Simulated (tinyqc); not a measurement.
# One level coupled to a phonon between two leads, self-consistent Born approximation: two studies

Wide-band leads with mu_L = +V/2 and mu_R = -V/2; phonons in equilibrium, Nq = 1/(exp(w0/kB T) - 1). Scattering links only energies that differ by w0, so a ladder E_k = E1 + k w0 closes on itself; terms that reach past its ends are dropped. Gn and Gp are the electron and hole parts of the spectral function A = Gn + Gp.

Values chosen for this exercise:
- T = 300 K (temperature of leads and phonons)
- w0 = 63 meV (phonon energy)
- ed = 13 meV (level)
- GL = 7.7 meV (coupling to the left lead)
- GR = 9.7 meV (coupling to the right lead)
- M = 6.7 meV (electron-phonon matrix element)
- V = 110 mV (bias)

Constants: q = 1.602176634e-19 C, kB = 1.380649e-23 J/K, h = 6.62607015e-34 J s, Vt = kB T/q. Results are converted to the units shown.

Each table varies one quantity; the others keep the values above.

## Effect of the coupling

|G|^2 = 1/[(E - ed)^2 + (GL + GR + Sin + Sout)^2/4], Gn = |G|^2 (GL fL + GR fR + Sin), Gp = |G|^2 (GL (1 - fL) + GR (1 - fR) + Sout), f = 1/(1 + exp((E - mu)/kB T)). Sin(E) = M^2 [(Nq + 1) Gn(E + w0) + Nq Gn(E - w0)], Sout(E) = M^2 [(Nq + 1) Gp(E - w0) + Nq Gp(E + w0)]. Spectral currents into the level: iL = GL [fL Gp - (1 - fL) Gn], iR = GR [fR Gp - (1 - fR) Gn]. Here E - ed is replaced by E - ed - R(E), with the real part R(E) = (1/2 pi) P int [Sin + Sout](y) dy/(E - y). The total for one spin is I = (q/h) times the integral of iL over all E (all ladders, each long enough that its ends do not matter); the power given to phonons is (1/h) times the integral of E (iL + iR).

The same in every row: I without phonons (uA) = 0.7145.

Effect of the coupling:

| M (meV) | I (uA) | ratio of the two | power to phonons (nW) | share of I V (%) |
|---|---|---|---|---|
| 3.2 | 0.7137 | 0.9988 | 0.1044 | 0.1329 |
| 8.9 | 0.7080 | 0.9908 | 0.7611 | 0.9773 |
| 14.7 | 0.6971 | 0.9756 | 1.867 | 2.435 |
| 20.5 | 0.6817 | 0.9540 | 3.161 | 4.216 |
| 26.2 | 0.6629 | 0.9278 | 4.423 | 6.066 |
| 32 | 0.6411 | 0.8972 | 5.585 | 7.921 |
| 37.8 | 0.6173 | 0.8639 | 6.578 | 9.687 |

The ratio to the current without phonons falls from 0.999 to 0.864, and the power to phonons rises from 0.104 to 6.58 nW, as M^(1.94) between the first two rows (lowest order gives 2). Phonons lower the current here: the level lies inside the bias window, and broadening, sidebands and the shift R move weight out of it.

## Effect of the level position

Same model as above.

Effect of the level position:

| ed (meV) | I (uA) | I without phonons (uA) | ratio of the two | power to phonons (nW) | share of I V (%) |
|---|---|---|---|---|---|
| 0 | 0.7267 | 0.7308 | 0.9944 | 0.4559 | 0.5703 |
| 27 | 0.6595 | 0.6622 | 0.9959 | 0.4050 | 0.5583 |
| 53 | 0.4924 | 0.4924 | 1.000 | 0.2786 | 0.5143 |
| 80 | 0.2937 | 0.2918 | 1.006 | 0.1368 | 0.4235 |
| 106 | 0.1532 | 0.1514 | 1.012 | 0.05045 | 0.2993 |
| 133 | 0.07319 | 0.07215 | 1.014 | 0.01370 | 0.1702 |
| 159 | 0.03673 | 0.03623 | 1.014 | 0.003470 | 0.08586 |
| 186 | 0.01951 | 0.01929 | 1.011 | 9.342e-4 | 0.04353 |
| 212 | 0.01181 | 0.01171 | 1.008 | 3.523e-4 | 0.02712 |

I falls from 0.727 to 0.0118 uA as the level leaves the window |E| < 55 meV; the ratio to the current without phonons goes from 0.9944 through a maximum of 1.014 (at ed = 133 meV among the rows listed) to 1.008. The power to phonons falls from 0.456 to 3.52e-4 nW.

Range of the model: The self-consistent Born approximation keeps only non-crossing phonon lines and no Hartree shift; it is rough once the coupling nears the phonon energy.

tinyqc, about 0.1 s, one thread, Intel Xeon 2.30GHz (shared host): `OMP_NUM_THREADS=1 python tinyqc.py 2720128 2720129 out.jsonl`
